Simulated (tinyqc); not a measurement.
MOS capacitor on a p-type substrate, surface potential from the exact charge relation: one step of the calculation.

Uniform p-type substrate, Boltzmann statistics, full ionisation, classical densities. psi is the surface potential against the body (positive when the bands bend down) and u = psi/Vt. Traps are spread evenly over the gap and neutral at flat band, so their charge is -q Dit psi; the minority quasi-Fermi level is shifted by Vb.

Question. Newton step for the surface potential. u = psi/Vt; F^2 = exp(-u) + u - 1 + r (exp(u) - u - 1); Qs = -sign(u) Q0 F; Cs = -dQs/dpsi = (Q0/Vt) |1 - exp(-u) + r (exp(u) - 1)|/(2 F). f = Vfb + psi + (q Dit psi - Qs)/Cox - Vg, f' = 1 + (Cs + q Dit)/Cox, psi(new) = psi - f/f'.

Parameters, values chosen for the exercise; band and dielectric values close to those of gallium nitride:

| symbol | value | unit | meaning |
|---|---|---|---|
| T | 450 | K | temperature |
| Dit | 0 | cm^-2 eV^-1 | density of interface traps |
| Vg | -3.74 | V | gate voltage against the body |

Constants: q = 1.602176634e-19 C, kB = 1.380649e-23 J/K, Vt = kB T/q. Results are converted to the units shown.

psi at the start = -0.15511200 V
Cox = 1.0464040 uF/cm^2
Vfb = -2.8447018 V
Q0 = 112.22822 nC/cm^2
r = 1.6361303e-50

Wanted: u; F; Qs; Cs; f; f'; psi after iteration 1.

Answer.

u = -4.0000
F = 7.0426
Qs = 790.38 nC/cm^2
Cs = 11.013 uF/cm^2
f = -0.015142 V
f' = 11.525
psi after iteration 1 = -0.15380 V

Computed by the program tinyqc: `OMP_NUM_THREADS=1 python tinyqc.py 2060053 2060054 out.jsonl`, one thread of a shared Intel Xeon 2.30GHz, about 0.01 s for the whole run.
